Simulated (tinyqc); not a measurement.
# Junction field-effect transistor with two gates, gradual channel with velocity saturation: effect of the saturation velocity on saturation

A uniformly doped n-type channel, depleted from both sides by p+ gates; at channel potential V the depleted share of a is u = sqrt((Vbi - Vg + V)/Vp), s at the source. Electrons drift with v = mu E/(1 + mu E/vsat). Abrupt depletion edge, no series resistance, source at 0.

ni = sqrt(Nc Nv) exp(-Eg/(2 Vt)), Eg in volts; Vbi = Vt ln(Na Nd/ni^2); Vp = q Nd a^2/(2 eps0 eps_r); G0 = 2 q mu Nd a W/L; Z = mu Vp/(vsat L); s = sqrt((Vbi - Vg)/Vp). I = (G0 Vp/3) F/(1 + Z (u^2 - s^2)), F = 3 (u^2 - s^2) - 2 (u^3 - s^3), with u at V = Vd; Z = 0 gives constant mobility, for which u stops at 1. The current peaks at u = um, the root of (1 - u)(1 + Z (u^2 - s^2)) = Z F/3; beyond Vdsat = Vp (um^2 - s^2) it is held at that value. gm = G0 (um - s)/(1 + Z (um^2 - s^2)).

Parameters, values chosen for the exercise; material values close to those of gallium arsenide: temperature T = 400 K; relative permittivity of the semiconductor eps_r = 13.1; conduction-band density of states at T Nc = 6.82e17 cm^-3; band gap Eg = 1.4 eV; valence-band density of states at T Nv = 1.36e19 cm^-3; donor density of the channel Nd = 3.1e16 cm^-3; half the channel thickness a = 440 nm; low-field mobility at this doping mu = 5500 cm^2/(V s); gate length L = 10 um; gate width W = 50 um; acceptor density of the gates Na = 1.3e18 cm^-3; gate voltage Vg = -1.6 V.

Constants: q = 1.602176634e-19 C, kB = 1.380649e-23 J/K, Vt = kB T/q, eps0 = 8.8541878128e-14 F/cm where lengths are in cm. Results are converted to the units shown.

The same in every row: Isat for Z = 0 (mA) = 1.366.

Effect of the saturation velocity on saturation:

| vsat (cm/s) | Z | um | Vdsat (V) | Isat (mA) | gm (mS) |
|---|---|---|---|---|---|
| 3e6 | 7.599 | 0.9284 | 0.7605 | 0.4691 | 0.5257 |
| 4.8e6 | 4.750 | 0.9423 | 0.8682 | 0.6050 | 0.7146 |
| 7.7e6 | 2.961 | 0.9554 | 0.9713 | 0.7499 | 0.9346 |
| 1.2e7 | 1.900 | 0.9663 | 1.058 | 0.8828 | 1.154 |
| 2e7 | 1.140 | 0.9767 | 1.141 | 1.019 | 1.399 |
| 3.1e7 | 0.7354 | 0.9835 | 1.197 | 1.116 | 1.584 |
| 5e7 | 0.4560 | 0.9890 | 1.242 | 1.197 | 1.748 |

What does the table show?

As vsat goes from 3e6 to 5e7 cm/s, Vdsat rises from 0.761 to 1.24 V, Isat rises from 0.469 to 1.20 mA and gm rises from 0.526 to 1.75 mS. Isat is 0.343 of the constant-mobility value in the first row and 0.876 in the last.

Numbers from tinyqc (`OMP_NUM_THREADS=1 python tinyqc.py 2500153 2500154 out.jsonl`; about 0.1 s on one thread of a shared Intel Xeon 2.30GHz).
